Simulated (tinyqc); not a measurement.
UHF in the 6-31g basis, for H4+, spin multiplicity 2, step by step. One step of it, computed by the program tinyqc.

Question. Iteration 2: DIIS coefficients. Solve [B -1; -1 0][c; lambda] = [0; -1] for the coefficients, which sum to one.

B (overlaps of the stored error matrices):
```
               1              2
1  8.2019797e-02  1.3720466e-02
2  1.3720466e-02  2.3572206e-03
```

Give: DIIS coefficients.

Answer.

DIIS coefficients: -0.200  1.200
